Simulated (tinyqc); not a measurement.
UHF in the sto-3g basis, for H3+, spin multiplicity 1, step by step. Computed by tinyqc, a small Python program that keeps every step (integrals from PySCF). Settings: charge = 1, multiplicity = 1, basis = sto-3g, energy threshold = 1e-08, iteration cap = 64, orthogonalisation = symmetric, start = core, DIIS depth = 6, DIIS from iteration = 3, method = UHF, break = 0.4. Command: `OMP_NUM_THREADS=1 python tinyqc.py 22846 22847 out.jsonl` (the two numbers bound the seeds that draw the settings). One thread of a shared host (Intel(R) Xeon(R) Processor @ 2.60GHz), about 0.09 s of CPU time with the checks. Later iterations appear only in the table of the cycle.

## One-electron integrals

Geometry (angstrom):
```
atom         x         y         z
H     0.000000  0.000000  0.000000
H     0.000000  0.000000  1.391000
H     0.000000  1.204000  0.695000
```

Basis sto-3g: exponents (1/bohr^2) and contraction coefficients of normalised primitives:
```
element  l (shell)  exponent  coefficient
H            s (1)  3.425251     0.154329
H            s (1)  0.623914     0.535328
H            s (1)  0.168855     0.444635
```

Overlap, kinetic and nuclear-attraction integrals over the contracted functions; the nuclear repulsion is the sum of Za Zb / Rab.

nuclear repulsion = 1.14159191 hartree

overlap S:
```
          1H 1s     2H 1s     3H 1s
1H 1s  1.000000  0.299417  0.299751
2H 1s  0.299417  1.000000  0.299543
3H 1s  0.299751  0.299543  1.000000
```

kinetic energy T (hartree):
```
          1H 1s     2H 1s     3H 1s
1H 1s  0.760032  0.020829  0.020928
2H 1s  0.020829  0.760032  0.020867
3H 1s  0.020928  0.020867  0.760032
```

nuclear attraction V (hartree):
```
           1H 1s      2H 1s      3H 1s
1H 1s  -1.982800  -0.529272  -0.529935
2H 1s  -0.529272  -1.982669  -0.529523
3H 1s  -0.529935  -0.529523  -1.982880
```

core Hamiltonian H = T + V (hartree):
```
           1H 1s      2H 1s      3H 1s
1H 1s  -1.222768  -0.508443  -0.509007
2H 1s  -0.508443  -1.222637  -0.508657
3H 1s  -0.509007  -0.508657  -1.222848
```

## Two-electron integrals

Functions are numbered as in S; the eight-fold symmetry (ij|kl) = (ji|kl) = (kl|ij) leaves the list below.

Two-electron integrals (ij|kl) in chemists' order, unique and non-zero (hartree):
```
(11|11) 0.774606   (21|11) 0.165681   (21|21) 0.052160   (22|11) 0.369627
(22|21) 0.165681   (22|22) 0.774606   (31|11) 0.165905   (31|21) 0.044669
(31|22) 0.119413   (31|31) 0.052287   (32|11) 0.119357   (32|21) 0.044640
(32|22) 0.165766   (32|31) 0.044687   (32|32) 0.052208   (33|11) 0.369813
(33|21) 0.119323   (33|22) 0.369697   (33|31) 0.165905   (33|32) 0.165766
(33|33) 0.774606
```

## Orthogonalisation

S = U s U^T; symmetric (Loewdin) form X = U s^(-1/2) U^T, so that X^T S X = 1.

eigenvalues of S: 0.700235  0.700625  1.599141

X:
```
           1H 1s      2H 1s      3H 1s
1H 1s   1.060176  -0.134583  -0.134823
2H 1s  -0.134583   1.060120  -0.134674
3H 1s  -0.134823  -0.134674   1.060210
```

## Starting guess

The start is the orbitals of the core Hamiltonian, with HOMO and LUMO mixed by +/-0.4 rad for the two spins; D(s) = C_occ C_occ^T for each spin.

D(alpha) at the start:
```
          1H 1s     2H 1s     3H 1s
1H 1s  0.029337  0.135856  0.050921
2H 1s  0.135856  0.629127  0.235807
3H 1s  0.050921  0.235807  0.088384
```

D(beta) at the start:
```
          1H 1s     2H 1s     3H 1s
1H 1s  0.448675  0.031709  0.364512
2H 1s  0.031709  0.002241  0.025761
3H 1s  0.364512  0.025761  0.296136
```

## Iteration 1: building the Fock matrix

J_ij = sum D_kl (ij|kl) with D = D(alpha) + D(beta), K_ij = sum D_kl (ik|jl) for each spin; F = H + J - K(s); E = tr D H + tr D J / 2 - 0.5 sum_s tr D(s) K(s) + E_nn.

Coulomb J (hartree):
```
          1H 1s     2H 1s     3H 1s
1H 1s  1.001652  0.307633  0.300283
2H 1s  0.307633  1.049363  0.304855
3H 1s  0.300283  0.304855  0.972594
```

exchange K(alpha) (hartree):
```
          1H 1s     2H 1s     3H 1s
1H 1s  0.143142  0.217384  0.130068
2H 1s  0.217384  0.621212  0.250377
3H 1s  0.130068  0.250377  0.210058
```

exchange K(beta) (hartree):
```
          1H 1s     2H 1s     3H 1s
1H 1s  0.496905  0.165332  0.286955
2H 1s  0.165332  0.092191  0.145357
3H 1s  0.286955  0.145357  0.385289
```

F(alpha) (hartree):
```
           1H 1s      2H 1s      3H 1s
1H 1s  -0.364258  -0.418194  -0.338792
2H 1s  -0.418194  -0.794486  -0.454179
3H 1s  -0.338792  -0.454179  -0.460312
```

F(beta) (hartree):
```
           1H 1s      2H 1s      3H 1s
1H 1s  -0.718021  -0.366142  -0.495679
2H 1s  -0.366142  -0.265466  -0.349159
3H 1s  -0.495679  -0.349159  -0.635543
```

total energy of this density = -1.11496626 hartree

## Iteration 1: diagonalisation and new density

Diagonalise F' = X^T F X, C = X C', fill 1 alpha and 1 beta electrons from the bottom; D(s) = C_occ C_occ^T. Each column has its largest component positive (the first on a tie).

F' = X^T F X (alpha) (hartree):
```
           1          2          3
1  -0.232467  -0.221713  -0.174821
2  -0.221713  -0.671096  -0.251785
3  -0.174821  -0.251785  -0.327077
```

orbital energies (alpha) (hartree): MO1 -0.917223, MO2 -0.216742, MO3 -0.096675

coefficients C (alpha):
```
            MO1        MO2        MO3
1H 1s  0.230143   0.404536   0.971415
2H 1s  0.742461  -0.769285  -0.130601
3H 1s  0.323731   0.774628  -0.674914
```

F' = X^T F X (beta) (hartree):
```
           1          2          3
1  -0.589883  -0.184005  -0.288379
2  -0.184005  -0.136668  -0.175731
3  -0.288379  -0.175731  -0.504128
```

orbital energies (beta) (hartree): MO1 -0.920918, MO2 -0.256181, MO3 -0.053580

coefficients C (beta):
```
            MO1        MO2        MO3
1H 1s  0.633756  -0.817956  -0.299272
2H 1s  0.146160   0.049903   1.065951
3H 1s  0.525302   0.867345  -0.363497
```

D(alpha) after iteration 1:
```
          1H 1s     2H 1s     3H 1s
1H 1s  0.052966  0.170872  0.074504
2H 1s  0.170872  0.551248  0.240357
3H 1s  0.074504  0.240357  0.104802
```

D(beta) after iteration 1:
```
          1H 1s     2H 1s     3H 1s
1H 1s  0.401646  0.092630  0.332913
2H 1s  0.092630  0.021363  0.076778
3H 1s  0.332913  0.076778  0.275942
```

## Iteration 2: building the Fock matrix

As before.

Coulomb J (hartree):
```
          1H 1s     2H 1s     3H 1s
1H 1s  1.002806  0.307824  0.301457
2H 1s  0.307824  1.042101  0.305347
3H 1s  0.301457  0.305347  0.977950
```

exchange K(alpha) (hartree):
```
          1H 1s     2H 1s     3H 1s
1H 1s  0.178076  0.228514  0.149679
2H 1s  0.228514  0.578193  0.252776
3H 1s  0.149679  0.252776  0.232408
```

exchange K(beta) (hartree):
```
          1H 1s     2H 1s     3H 1s
1H 1s  0.474677  0.188688  0.281678
2H 1s  0.188688  0.137775  0.169415
3H 1s  0.281678  0.169415  0.380060
```

F(alpha) (hartree):
```
           1H 1s      2H 1s      3H 1s
1H 1s  -0.398038  -0.429133  -0.357230
2H 1s  -0.429133  -0.758729  -0.456086
3H 1s  -0.357230  -0.456086  -0.477306
```

F(beta) (hartree):
```
           1H 1s      2H 1s      3H 1s
1H 1s  -0.694639  -0.389307  -0.489229
2H 1s  -0.389307  -0.318311  -0.372725
3H 1s  -0.489229  -0.372725  -0.624958
```

total energy of this density = -1.13277904 hartree

## Iteration 2: diagonalisation and new density

As before.

F' = X^T F X (alpha) (hartree):
```
           1          2          3
1  -0.261772  -0.232260  -0.186374
2  -0.232260  -0.628833  -0.253594
3  -0.186374  -0.253594  -0.340726
```

orbital energies (alpha) (hartree): MO1 -0.910647, MO2 -0.211977, MO3 -0.108707

coefficients C (alpha):
```
            MO1        MO2        MO3
1H 1s  0.270782  -0.400011   0.962772
2H 1s  0.699421   0.807238  -0.138855
3H 1s  0.348516  -0.751647  -0.688420
```

F' = X^T F X (beta) (hartree):
```
           1          2          3
1  -0.560456  -0.203928  -0.281003
2  -0.203928  -0.181870  -0.194099
3  -0.281003  -0.194099  -0.488719
```

orbital energies (beta) (hartree): MO1 -0.915738, MO2 -0.241902, MO3 -0.073406

coefficients C (beta):
```
            MO1        MO2        MO3
1H 1s  0.606931  -0.826783  -0.329131
2H 1s  0.202056   0.050833   1.056737
3H 1s  0.516595   0.859593  -0.393178
```

D(alpha) after iteration 2:
```
          1H 1s     2H 1s     3H 1s
1H 1s  0.073323  0.189391  0.094372
2H 1s  0.189391  0.489190  0.243760
3H 1s  0.094372  0.243760  0.121463
```

D(beta) after iteration 2:
```
          1H 1s     2H 1s     3H 1s
1H 1s  0.368365  0.122634  0.313538
2H 1s  0.122634  0.040827  0.104381
3H 1s  0.313538  0.104381  0.266871
```

## Iteration 3: building the Fock matrix

As before.

Coulomb J (hartree):
```
          1H 1s     2H 1s     3H 1s
1H 1s  1.003502  0.307405  0.302643
2H 1s  0.307405  1.033613  0.305616
3H 1s  0.302643  0.305616  0.985326
```

exchange K(alpha) (hartree):
```
          1H 1s     2H 1s     3H 1s
1H 1s  0.204512  0.233977  0.165032
2H 1s  0.233977  0.541092  0.253893
3H 1s  0.165032  0.253893  0.252514
```

exchange K(beta) (hartree):
```
          1H 1s     2H 1s     3H 1s
1H 1s  0.455418  0.199999  0.276790
2H 1s  0.199999  0.168006  0.183041
3H 1s  0.276790  0.183041  0.377713
```

F(alpha) (hartree):
```
           1H 1s      2H 1s      3H 1s
1H 1s  -0.423778  -0.435015  -0.371397
2H 1s  -0.435015  -0.730117  -0.456934
3H 1s  -0.371397  -0.456934  -0.490036
```

F(beta) (hartree):
```
           1H 1s      2H 1s      3H 1s
1H 1s  -0.674684  -0.401037  -0.483155
2H 1s  -0.401037  -0.357031  -0.386082
3H 1s  -0.483155  -0.386082  -0.615235
```

total energy of this density = -1.14057085 hartree

## Iteration 3: diagonalisation and new density

As before.

F' = X^T F X (alpha) (hartree):
```
           1          2          3
1  -0.284719  -0.237747  -0.195699
2  -0.237747  -0.595967  -0.254798
3  -0.195699  -0.254798  -0.350906
```

orbital energies (alpha) (hartree): MO1 -0.906678, MO2 -0.207260, MO3 -0.117654

coefficients C (alpha):
```
            MO1        MO2        MO3
1H 1s  0.300939  -0.404759   0.951771
2H 1s  0.664668   0.836705  -0.135074
3H 1s  0.367634  -0.725639  -0.706153
```

F' = X^T F X (beta) (hartree):
```
           1          2          3
1  -0.537426  -0.213560  -0.275884
2  -0.213560  -0.217466  -0.204145
3  -0.275884  -0.204145  -0.476478
```

orbital energies (beta) (hartree): MO1 -0.910372, MO2 -0.229932, MO3 -0.091066

coefficients C (beta):
```
            MO1        MO2        MO3
1H 1s  0.586512  -0.834699  -0.345750
2H 1s  0.240733   0.055002   1.048392
3H 1s  0.510345   0.852089  -0.416955
```

D(alpha) after iteration 3:
```
          1H 1s     2H 1s     3H 1s
1H 1s  0.090564  0.200025  0.110635
2H 1s  0.200025  0.441784  0.244355
3H 1s  0.110635  0.244355  0.135155
```

D(beta) after iteration 3:
```
          1H 1s     2H 1s     3H 1s
1H 1s  0.343997  0.141193  0.299324
2H 1s  0.141193  0.057952  0.122857
3H 1s  0.299324  0.122857  0.260452
```

## Iteration 14 (converged): orbitals

converged F(alpha) (hartree):
```
           1H 1s      2H 1s      3H 1s
1H 1s  -0.555660  -0.437285  -0.437634
2H 1s  -0.437285  -0.555617  -0.437425
3H 1s  -0.437634  -0.437425  -0.555727
```

converged F(beta) (hartree):
```
           1H 1s      2H 1s      3H 1s
1H 1s  -0.555700  -0.437279  -0.437652
2H 1s  -0.437279  -0.555556  -0.437413
3H 1s  -0.437652  -0.437413  -0.555747
```

As before.

F' = X^T F X (alpha) (hartree):
```
           1          2          3
1  -0.410693  -0.241791  -0.242097
2  -0.241791  -0.410759  -0.241913
3  -0.242097  -0.241913  -0.410694
```

orbital energies (alpha) (hartree): MO1 -0.894583, MO2 -0.168980, MO3 -0.168584

coefficients C (alpha):
```
            MO1        MO2        MO3
1H 1s  0.456550  -0.631022  -0.744068
2H 1s  0.456491   0.959781  -0.174760
3H 1s  0.456633  -0.328528   0.918648
```

F' = X^T F X (beta) (hartree):
```
           1          2          3
1  -0.410734  -0.241787  -0.242110
2  -0.241787  -0.410698  -0.241904
3  -0.242110  -0.241904  -0.410715
```

orbital energies (beta) (hartree): MO1 -0.894583, MO2 -0.168965, MO3 -0.168599

coefficients C (beta):
```
            MO1        MO2        MO3
1H 1s  0.456597  -0.649830  -0.727670
2H 1s  0.456420   0.955026  -0.199274
3H 1s  0.456657  -0.304868   0.926757
```

D(alpha) after iteration 14:
```
          1H 1s     2H 1s     3H 1s
1H 1s  0.208438  0.208411  0.208476
2H 1s  0.208411  0.208384  0.208449
3H 1s  0.208476  0.208449  0.208514
```

D(beta) after iteration 14:
```
          1H 1s     2H 1s     3H 1s
1H 1s  0.208481  0.208400  0.208508
2H 1s  0.208400  0.208319  0.208428
3H 1s  0.208508  0.208428  0.208536
```

## Convergence

Stop when the energy changes by less than 1e-08 hartree and every element of the error matrix X^T (F D S - S D F) X (for each spin) is below 3e-05.

Course of the cycle:
```
iteration  E (hartree)     change  largest element of the error matrix
1          -1.11496626          -                             6.09e-02
2          -1.13277904  -1.78e-02                             3.45e-02
3          -1.14057085  -7.79e-03                             2.36e-02
4          -1.14483906  -4.27e-03                             1.82e-02
5          -1.15267836  -7.84e-03                             6.16e-03
6          -1.15129428   1.38e-03                             9.33e-03
7          -1.15381478  -2.52e-03                             1.19e-03
8          -1.15380682   7.96e-06                             1.13e-03
9          -1.15187591   1.93e-03                             9.63e-03
10         -1.15291822  -1.04e-03                             5.88e-03
11         -1.15382993  -9.12e-04                             1.25e-03
12         -1.15383259  -2.66e-06                             1.40e-03
13         -1.15384088  -8.29e-06                             1.25e-05
14         -1.15384089  -6.50e-09                             2.79e-06
```

PySCF UHF in the same basis, after a stability check = -1.15384089 hartree

Converged in 14 iterations.

## Populations, bond orders and dipole

Mulliken: Z minus the diagonal of D S on the atom; Loewdin: the same with S^(1/2) D S^(1/2); Mayer order: 2 sum_s sum (D(s) S)_ij (D(s) S)_ji over the two atoms.

Charges (e):
```
atom  Mulliken   Loewdin  Mulliken spin
1H    0.333290  0.333290      -0.000049
2H    0.333624  0.333622       0.000074
3H    0.333086  0.333088      -0.000025
```

Mayer bond orders:
```
pair     order
2-1   0.444280
3-1   0.444638
3-2   0.444415
```

dipole moment about the origin, x y z (debye): 0.000000  1.926256  3.340945

<S^2> of the determinant (pure state: 0) = 5.47e-09
